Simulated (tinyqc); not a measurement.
Polytypes by hexagonality, and a cubic inclusion as a quantum well: sweeps and comparisons. A value that a table varies takes the place of the one given here.

Gap: E3 + (Es - E3) h/hs for h up to hs, then linear from Es to E2 at h = 1. Valence top Ev2 h and polarisation P2 h, both counted from 3C; Ec = Ev + gap.

A cubic inclusion of width L = N d in the host (h = 0.3333) is a well of depth V = Ec(host) - Ec(3C). Square well with mass mismatch: k tan(k L/2) = (m_w/m_b) q, k = sqrt(m_w E/c), q = sqrt(m_b (V - E)/c), c = hbar^2/2m0, lowest root. The depth of the level, V - E, is its binding, and the transition to the valence top of the host is gap(host) - (V - E). The step in polarisation gives a field |F| = |P|/(eps eps0) in a thin inclusion, eps0 = 8.8541878e-12 F/m.

Constants: hbar^2/2m0 = 3.80998211 eV angstrom^2.

Parameters, chosen for this exercise (of the order of those of SiC; the results hold for these values, not for the real material):
- E3 = 2.391 eV (gap of the cubic polytype)
- E2 = 3.311 eV (gap of 2H)
- Ev2 = 0.135 eV (valence top of 2H above that of 3C)
- P2 = -0.0347 C/m^2 (spontaneous polarisation of 2H)
- Es = 3.239 eV (gap at the hexagonality hs)
- hs = 0.5 (hexagonality up to which the first line holds)
- m = (0.327, 0.318) m0 (electron mass along c in the cubic layer and in the host)
- d = 2.523 angstrom (thickness of a double layer)
- eps = 9.7 (dielectric constant)
- N = 6 (double layers in the cubic inclusion)

## Width of the inclusion

Without the field: square well. With it, the potential inside is |F| (z - L/2), the host conduction edge lies at V - |F| L/2 on one side and V + |F| L/2 on the other, and the lowest level E_F is found by finite differences (step 0.25 angstrom, wide box, good to about 1 meV). Holes sit in the host on the high side, so the transition is gap(host) - V + E_F - |F| L/2. A dash: bound by less than 2 meV or not at all.

Results:

| N | L (angstrom) | depth (eV) | transition (eV) | depth below the low side, with field (eV) | transition with field (eV) |
|---|---|---|---|---|---|
| 1 | 2.52 | 0.045 | 2.912 | 0.029 | 2.893 |
| 2 | 5.05 | 0.141 | 2.816 | 0.109 | 2.780 |
| 3 | 7.57 | 0.236 | 2.720 | 0.188 | 2.666 |
| 4 | 10.09 | 0.313 | 2.643 | 0.249 | 2.571 |
| 6 | 15.14 | 0.416 | 2.540 | 0.322 | 2.431 |
| 8 | 20.18 | 0.475 | 2.481 | 0.354 | 2.331 |
| 12 | 30.28 | 0.535 | 2.421 | 0.371 | 2.178 |

The square well binds a level even at N = 1 (45 meV), as any symmetric one-dimensional well does; the depth grows to 535 of 610 meV, and the transition tends to E3 - Ev(host) = 2.346 eV. With the field the level is bound by 2 meV or more for N = 1, 2, 3, 4, 6, 8 and 12, and the transition is lowered by 19 meV at N = 1 and 244 meV at N = 12, where |F| L/2 = 204 meV. Free carriers or surface charge screen the field and the step between the two sides, and the attraction to the hole, left out here, binds the electron further.

## The same inclusion in several hosts

h from the stacking: 8H 1/4, 6H 1/3, 15R 2/5, 4H 1/2, 9R 2/3, 2H 1. V = Ec(host) - Ec(3C); square-well level from k tan(k L/2) = (m_w/m_b) q, k = sqrt(m_w E/c), q = sqrt(m_b (V - E)/c), L = N d; |F| = |P|/(eps eps0), eps0 = 8.8541878e-12 F/m.

Results:

| host | h | gap (eV) | V (eV) | depth (eV) | \|F\| (MV/cm) |
|---|---|---|---|---|---|
| 8H | 0.250 | 2.815 | 0.458 | 0.286 | 1.01 |
| 6H | 0.333 | 2.956 | 0.610 | 0.416 | 1.35 |
| 15R | 0.400 | 3.069 | 0.732 | 0.523 | 1.62 |
| 4H | 0.500 | 3.239 | 0.915 | 0.689 | 2.02 |
| 9R | 0.667 | 3.263 | 0.962 | 0.731 | 2.69 |
| 2H | 1.000 | 3.311 | 1.055 | 0.817 | 4.04 |

From 8H to 4H the well deepens by a factor of 2.00 and the bound level by 2.41, between the limits of a wide well (as V) and a thin one (as V^2); in 4H the level keeps 75 % of V; from 4H to 2H the gap gains only 72 meV while the field doubles. The depths leave the field out, although its drop |F| L reaches 612 meV in 2H.

## What each parameter does

Well depth, depth of the level, transition without the field and field. Each row changes one parameter from the base and keeps the others.

Results:

| case | V (eV) | depth (eV) | transition (eV) | \|F\| (MV/cm) |
|---|---|---|---|---|
| base | 0.6103 | 0.4160 | 2.5404 | 1.347 |
| N = 7 | 0.6103 | 0.4494 | 2.5069 | 1.347 |
| Ev2 = 0.165 eV | 0.6203 | 0.4247 | 2.5317 | 1.347 |
| E3 = 2.371 eV | 0.6237 | 0.4276 | 2.5221 | 1.347 |
| E2 = 3.341 eV | 0.6103 | 0.4160 | 2.5404 | 1.347 |
| P2 = -0.0451 C/m^2 | 0.6103 | 0.4160 | 2.5404 | 1.750 |
| eps = 10.7 | 0.6103 | 0.4160 | 2.5404 | 1.221 |
| m = (0.392, 0.318) m0 | 0.6103 | 0.4274 | 2.5289 | 1.347 |

The largest shifts from the base row, up to three for each result and ties (the steps differ in size, so this ranks the rows, not the parameters). V (eV): E3 +0.0133, Ev2 +0.0100; unchanged at the printed digits by N, E2, P2, eps and m. depth (eV): N +0.0335, E3 +0.0116, m +0.0115; unchanged at the printed digits by E2, P2 and eps. transition (eV): N -0.0335, E3 -0.0183, m -0.0115; unchanged at the printed digits by E2, P2 and eps. |F| (MV/cm): P2 +0.404, eps -0.126; unchanged at the printed digits by N, Ev2, E3, E2 and m.

Computed by tinyqc, a small Python program: `OMP_NUM_THREADS=1 python tinyqc.py 1880649 1880650 out.jsonl` (the numbers bound the seed that draws the inputs); one thread of a shared host (Intel(R) Xeon(R) Processor @ 2.30GHz), about 0.04 s for the whole set of steps.
